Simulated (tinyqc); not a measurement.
Inside a calculation. Method: RKS/B3LYP (VWN-RPA form) in the sto-3g basis, for H4, spin multiplicity 1. One step of it, computed by the program tinyqc.

Question. Iteration 2: DIIS coefficients. Solve [B -1; -1 0][c; lambda] = [0; -1] for the coefficients, which sum to one.

B (overlaps of the stored error matrices):
```
,1,2
1,1.3780612e-03,3.6208140e-03
2,3.6208140e-03,9.6431446e-03
```

Give: DIIS coefficients.

Answer.

DIIS coefficients: 1.5934  -0.5934
